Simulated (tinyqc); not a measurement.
Worked calculation: one-electron ion in a basis of Gaussians. Computed by tinyqc, a small Python program that keeps every step. Settings: Z = 4, l = 2. Command: `OMP_NUM_THREADS=1 python tinyqc.py 27056 27057 out.jsonl` (the two numbers bound the seeds that draw the settings). One thread of a shared host (Intel(R) Xeon(R) Processor @ 2.60GHz), about 0.01 s of CPU time with the checks.

## Matrices over normalised Gaussians

exponents of r^l exp(-a r^2) (1/bohr^2): [0.074220, 0.332700, 1.491000, 6.686000, 29.970000, 134.400000]

Z = 4

l = 2

With p = a_i + a_j and I(k) = Gamma((k+1)/2) / (2 p^((k+1)/2)): S = I(2l+2), T = (2l+3) a_i a_j S / p, V = -Z I(2l+1), each divided by sqrt(S_ii S_jj).

S:
```
[[1.000000, 0.404881, 0.050071, 0.004132, 0.000308, 0.000022],
 [0.404881, 1.000000, 0.404992, 0.050043, 0.004133, 0.000308],
 [0.050071, 0.404992, 1.000000, 0.404718, 0.050025, 0.004128],
 [0.004132, 0.050043, 0.404718, 1.000000, 0.404893, 0.050021],
 [0.000308, 0.004133, 0.050025, 0.404893, 1.000000, 0.404694],
 [0.000022, 0.000308, 0.004128, 0.050021, 0.404694, 1.000000]]
```

T (hartree):
```
[[0.259770, 0.171985, 0.024780, 0.002123, 0.000160, 0.000012],
 [0.171985, 1.164450, 0.771119, 0.111020, 0.009519, 0.000716],
 [0.024780, 0.771119, 5.218500, 3.453831, 0.497369, 0.042609],
 [0.002123, 0.111020, 3.453831, 23.401000, 15.493383, 2.230134],
 [0.000160, 0.009519, 0.497369, 15.493383, 104.895000, 69.420551],
 [0.000012, 0.000716, 0.042609, 2.230134, 69.420551, 470.400000]]
```

V (hartree):
```
[[-0.927447, -0.621721, -0.150796, -0.025864, -0.004069, -0.000627],
 [-0.621721, -1.963610, -1.316548, -0.319141, -0.054761, -0.008610],
 [-0.150796, -1.316548, -4.156881, -2.785889, -0.675443, -0.115833],
 [-0.025864, -0.319141, -2.785889, -8.802620, -5.901012, -1.430233],
 [-0.004069, -0.054761, -0.675443, -5.901012, -18.636834, -12.489689],
 [-0.000627, -0.008610, -0.115833, -1.430233, -12.489689, -39.466482]]
```

## Generalised eigenproblem

H = T + V (hartree):
```
[[-0.667677, -0.449736, -0.126016, -0.023740, -0.003909, -0.000615],
 [-0.449736, -0.799160, -0.545429, -0.208121, -0.045242, -0.007894],
 [-0.126016, -0.545429, 1.061619, 0.667942, -0.178074, -0.073223],
 [-0.023740, -0.208121, 0.667942, 14.598380, 9.592371, 0.799900],
 [-0.003909, -0.045242, -0.178074, 9.592371, 86.258166, 56.930863],
 [-0.000615, -0.007894, -0.073223, 0.799900, 56.930863, 430.933518]]
```

Solve H C = S C e through S^(-1/2); each column has its largest component positive (the first on a tie).

eigenvalues of S: [0.334655, 0.493217, 0.759736, 1.114423, 1.496736, 1.801233]

eigenvalues (hartree): [-0.872677, -0.479971, 1.741691, 17.155680, 96.948663, 484.662484]

coefficients:
```
[[0.385817, 1.013522, 0.207164, -0.046482, 0.013131, -0.003954],
 [0.743889, -0.707527, -0.635383, 0.165704, -0.046963, 0.014125],
 [0.089021, -0.093169, 1.102586, -0.511039, 0.149578, -0.044626],
 [0.002378, -0.001656, -0.014257, 1.129084, -0.471921, 0.141045],
 [0.000243, -0.000298, 0.004854, -0.055465, 1.132483, -0.448841],
 [-0.000009, 0.000016, -0.000418, 0.006687, -0.065520, 1.103065]]
```

For Z = 4 and l = 2 the exact lowest level is -Z^2/(2 n^2) with n = l + 1: -0.888889 hartree.
